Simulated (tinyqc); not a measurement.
From results back to parameters: alloy A(1-x)B(x) by interpolation with bowing. Three cases, with inputs chosen for the exercise.

Problem. An unstrained alloy A(1-x)B(x) follows Vegard, a(x) = (1 - x) a_A + x a_B, and E(x) = (1 - x) E_A + x E_B - C x (1 - x) at Gamma. Its lattice constant and gap are given.

Case 1.

Values chosen (out of a larger set: A near Ge, B near Si; not measured data): a = (5.652, 5.429) angstrom (lattice constant of A, B); Eg = (0.894, 4.241) eV (gap at Gamma to the s-like level of A, B).

a(x) = 5.549420 angstrom
gap at Gamma = 2.372514 eV

Case 2.

Values chosen (out of a larger set: A near InSb, B near InAs; not measured data): a = (6.486, 6.064) angstrom (lattice constant of A, B); Eg = (0.238, 0.414) eV (gap at Gamma to the s-like level of A, B).

a(x) = 6.405820 angstrom
gap at Gamma = 0.180639 eV

Case 3.

Values chosen (out of a larger set: A near Ge, B near Si; not measured data): a = (5.664, 5.437) angstrom (lattice constant of A, B); Eg = (0.887, 4.14) eV (gap at Gamma to the s-like level of A, B).

a(x) = 5.507370 angstrom
gap at Gamma = 3.083870 eV

Find: x; linear part of the gap; C.

Solution. x = (a - a_A)/(a_B - a_A); the bowing is the shortfall against the linear part divided by x (1 - x).

Case 1.

x = 0.460
linear part of the gap = 2.4336 eV
C = 0.246 eV

Case 2.

x = 0.190
linear part of the gap = 0.2714 eV
C = 0.590 eV

Case 3.

x = 0.690
linear part of the gap = 3.1316 eV
C = 0.223 eV

Computed by tinyqc, one run a case: `OMP_NUM_THREADS=1 python tinyqc.py N N+1 out.jsonl` with N = 1050712, 1050715, 1050720; one thread of a shared Intel(R) Xeon(R) Processor @ 2.30GHz, about 0.01 s a run at most.
